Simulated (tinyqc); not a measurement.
Worked calculation: CID on RHF in the sto-6g basis, for H3+, spin multiplicity 1. One step of it, computed by the program tinyqc.

Task: CID: determinants and Hamiltonian. Slater-Condon rules over spin orbitals, with the nuclear repulsion added and E(HF) subtracted on the diagonal. Only determinants linked to the reference directly or through others are kept (one block of an abelian symmetry group), so some states are absent.

one-electron integrals over orbitals h = C^T H C (hartree):
$$\begin{pmatrix}
-1.683828 & 0.000024 & -0.000054 \\
0.000024 & -1.067469 & 0.000000 \\
-0.000054 & 0.000000 & -1.067196
\end{pmatrix}$$

Two-electron integrals over orbitals (pq|rs), unique and non-zero (hartree):
```
(11|11) 0.577876    (21|11) -0.000024   (21|21) 0.144508    (22|11) 0.562910
(22|21) 0.038682    (22|22) 0.648468    (31|11) 0.000054    (31|22) -0.089039
(31|31) 0.144511    (32|11) 6.64e-09    (32|21) -0.089086   (32|22) -0.000024
(32|31) -0.038672   (32|32) 0.076870    (33|11) 0.562980    (33|21) -0.038693
(33|22) 0.494833    (33|31) 0.089064    (33|32) 0.000024    (33|33) 0.648497
```

nuclear repulsion = 1.53968767 hartree

Hartree-Fock energy = -1.25009184 hartree

Give: determinants; H - E(HF) between determinants.

Result:

Occupation strings over the orbitals (2 doubly, a alpha, b beta, 0 empty; spin orbitals ordered 1a 1b 2a 2b ...): 200 020 0ab 0ba 002

H - E(HF) between determinants (hartree), order 200, 020, 0ab, 0ba, 002:
$$\begin{pmatrix}
0.0000 & 0.1445 & 0.0000 & 0.0000 & 0.1445 \\
0.1445 & 1.3033 & 0.0000 & 0.0000 & 0.0769 \\
0.0000 & 0.0000 & 1.1499 & -0.0769 & 0.0000 \\
0.0000 & 0.0000 & -0.0769 & 1.1499 & 0.0000 \\
0.1445 & 0.0769 & 0.0000 & 0.0000 & 1.3039
\end{pmatrix}$$
